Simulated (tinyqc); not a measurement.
Worked calculation: plane-wave Kohn-Sham cycle with exchange-only LDA in a layered model solid. One step of it, computed by the program tinyqc.

Question. Iteration 2: levels at that k. Diagonalise the Hermitian matrix.

H (hartree), lower triangle:
```
           -2         -1         +0         +1        +2
-2   0.528983
-1  -0.248102  -0.085354
+0   0.001549  -0.248102  -0.252900
+1  -0.000121   0.001549  -0.248102   0.026344
+2   0.000008  -0.000121   0.001549  -0.248102  0.752379
```

Give: eigenvalues.

Answer.

eigenvalues (hartree): -0.5309  -0.1189  0.1581  0.6261  0.8351
